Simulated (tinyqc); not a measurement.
Worked calculation: Luttinger-Kohn k.p, four valence bands. One step of it, computed by the program tinyqc.

Problem. Bloch Hamiltonian at k. P = c g1 k^2, Q = c g2 (kx^2 + ky^2 - 2 kz^2), R = c sqrt3 [-g2 (kx^2 - ky^2) + 2i g3 kx ky], S = 2 c sqrt3 g3 (kx - i ky) kz, c = hbar^2/2m = 3.809982 eV angstrom^2; rows [P+Q, -S, R, 0], [-S*, P-Q, 0, R], [R*, 0, P-Q, S], [0, R*, S*, P+Q]. The path ends lie at |k| = 0.04 1/angstrom.

Luttinger parameters chosen for this model; energies are counted downward from the top of the valence band:
```
parameter      value  unit
g1         12.210000
g2          3.610000
g3          5.480000
```

k point k (1/angstrom): [0.041000, 0.046000, -0.025000]

Give: H(k) at k.

Solution.

H(k) at k (eV), order 3/2, 1/2, -1/2, -3/2:
$$\begin{pmatrix}
0.241 & 0.074-0.083i & 0.010+0.136i & 0.000 \\
0.074+0.083i & 0.171 & 0.000 & 0.010+0.136i \\
0.010-0.136i & 0.000 & 0.171 & -0.074+0.083i \\
0.000 & 0.010-0.136i & -0.074-0.083i & 0.241
\end{pmatrix}$$
